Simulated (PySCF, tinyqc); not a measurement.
RKS/PBE0 in the sto-6g basis, for H3+, spin multiplicity 1, step by step. The lowest restricted solution is unstable here: a spin-polarised one lies 0.0006 hartree lower (PySCF). One step of it, computed by the program tinyqc.

Problem. Orthogonalisation. S = U s U^T; symmetric (Loewdin) form X = U s^(-1/2) U^T, so that X^T S X = 1.

overlap S:
```
          1H 1s     2H 1s     3H 1s
1H 1s  1.000000  0.353320  0.353320
2H 1s  0.353320  1.000000  0.048797
3H 1s  0.353320  0.048797  1.000000
```

Give: eigenvalues of S; X.

Solution.

eigenvalues of S: 0.524  0.951  1.525

X:
```
        1H 1s   2H 1s   3H 1s
1H 1s   1.110  -0.202  -0.202
2H 1s  -0.202   1.053   0.028
3H 1s  -0.202   0.028   1.053
```
